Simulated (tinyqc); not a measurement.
Hubbard chain of 4 sites, step by step. Computed by tinyqc, a small Python program that keeps every step. Settings: hopping = 1.34, U = 8.2, mixing = 1, iteration cap = 68. Command: `OMP_NUM_THREADS=1 python tinyqc.py 30014 30015 out.jsonl` (the two numbers bound the seeds that draw the settings). One thread of a shared host (Intel(R) Xeon(R) Processor @ 2.60GHz), about 0.2 s of CPU time with the checks. Later iterations appear only in the table of the cycle.

## Mean-field iteration 1

one-body matrix (hopping and site energies) (eV):
```
           1          2          3          4
1  -0.740000  -1.340000   0.000000   0.000000
2  -1.340000   0.150000  -1.340000   0.000000
3   0.000000  -1.340000   0.780000  -1.340000
4   0.000000   0.000000  -1.340000  -0.170000
```

U = 8.200000 eV

electrons, up and down: 2  2

mixing = 1

n(up) at the start (a guess, not normalised): 1 0.500000, 2 0.500000, 3 0.500000, 4 0.500000

n(down) at the start (a guess): 1 0.500000, 2 0.500000, 3 0.500000, 4 0.500000

H(up) = T + U n(down), H(down) = T + U n(up); fill the lowest levels; n(new) = n + mixing (n(out) - n); E = tr T (rho up + rho down) + U sum n_up n_down of the output.

levels, up (eV): 2.003257  3.085939  4.755626  6.575178

levels, down (eV): 2.003257  3.085939  4.755626  6.575178

energy = 2.472259 eV

n(up) after iteration 1: 1 0.656197, 2 0.385379, 3 0.374742, 4 0.583681

n(down) after iteration 1: 1 0.656197, 2 0.385379, 3 0.374742, 4 0.583681

## Mean-field iteration 2

As before.

levels, up (eV): 1.618267  3.437674  5.226942  6.137117

levels, down (eV): 1.618267  3.437674  5.226942  6.137117

energy = 3.714644 eV

n(up) after iteration 2: 1 0.320027, 2 0.678398, 3 0.596662, 4 0.404913

n(down) after iteration 2: 1 0.320027, 2 0.678398, 3 0.596662, 4 0.404913

## Mean-field iteration 3

As before.

levels, up (eV): 1.405722  2.520921  5.086801  7.406555

levels, down (eV): 1.405722  2.520921  5.086801  7.406555

energy = 6.869965 eV

n(up) after iteration 3: 1 0.898323, 2 0.118275, 3 0.191120, 4 0.792283

n(down) after iteration 3: 1 0.898323, 2 0.118275, 3 0.191120, 4 0.792283

## Convergence

Each step fills the lowest levels of T + U n(other spin) and sets n(new) = n + mixing (n(out) - n); stop when output and input agree to 1e-8.

Course of the cycle:

| iteration | E (eV) | largest \|n(out) - n(in)\| | mean \|n_up - n_down\| |
|---|---|---|---|
| 1 | 2.47225892 | 1.56e-01 | 0.000000 |
| 2 | 3.71464356 | 3.36e-01 | 0.000000 |
| 3 | 6.86996487 | 5.78e-01 | 0.000000 |
| 4 | 12.66161035 | 8.40e-01 | 0.000000 |
| 5 | 11.93668192 | 9.15e-01 | 0.000000 |
| 6 | 14.82779628 | 9.35e-01 | 0.000000 |
| 7 | 12.19781301 | 9.38e-01 | 0.000000 |
| 8 | 14.87501423 | 9.38e-01 | 0.000000 |
| 9 | 12.20225057 | 9.38e-01 | 0.000000 |
| 10 | 14.87578020 | 9.38e-01 | 0.000000 |
| 11 | 12.20232217 | 9.38e-01 | 0.000000 |
| ... | ... | ... | ... |
| 58 | 14.87579276 | 9.38e-01 | 0.000000 |
| 59 | 12.20232334 | 9.38e-01 | 0.000000 |
| 60 | 14.87579276 | 9.38e-01 | 0.000000 |
| 61 | 12.20232334 | 9.38e-01 | 0.000000 |
| 62 | 14.87579276 | 9.38e-01 | 0.000000 |
| 63 | 12.20232334 | 9.38e-01 | 0.000000 |
| 64 | 14.87579276 | 9.38e-01 | 0.000000 |
| 65 | 12.20232334 | 9.38e-01 | 0.000000 |
| 66 | 14.87579276 | 9.38e-01 | 0.000000 |
| 67 | 12.20232334 | 9.38e-01 | 0.000000 |
| 68 | 14.87579276 | 9.38e-01 | 0.000000 |

Not converged within 68 iterations: the residual has stopped falling: the iteration swings between two states. The lowest mean-field energy found from random starts is -1.28186 eV. Reruns (cap 100 unless said): mixing 0.2: converged in 41 to a higher stationary point (E = 2.14080); mixing 0.5: not converged; mixing 0.9: not converged; the original settings with a cap of 400: not converged.

## Exact diagonalisation (36 states)

Lowest levels of the sector, and the double occupancy of the lowest state.

lowest levels (eV): -1.885081  -1.354313  -0.803635  -0.524155  -0.231748  0.020000

double occupancy per site = 0.049265

## The lowest level by Lanczos steps

From a random start vector (not printed): a_j = <q_j|H|q_j>, b_j = norm of the remainder after orthogonalising; the Ritz value is the lowest eigenvalue of the tridiagonal matrix of a and b so far.

Lanczos:

| j | a_j (eV) | b_j (eV) | lowest Ritz value (eV) |
|---|---|---|---|
| 1 | 8.764671 | 6.995358 | 8.76467084 |
| 2 | 9.019711 | 6.489624 | 1.89567113 |
| 3 | 7.038018 | 4.013871 | -1.10750439 |
| 4 | 11.816555 | 5.606542 | -1.49769606 |
| 5 | 7.065760 | 5.363064 | -1.64972878 |
| 6 | 7.303099 | 5.171986 | -1.78583326 |
| 7 | 12.184815 | 3.576030 | -1.86253345 |
| 8 | 8.312659 | 3.784605 | -1.87430149 |
| 9 | 4.991140 | 5.505304 | -1.87791286 |
| 10 | 10.144670 | 5.776163 | -1.88122581 |
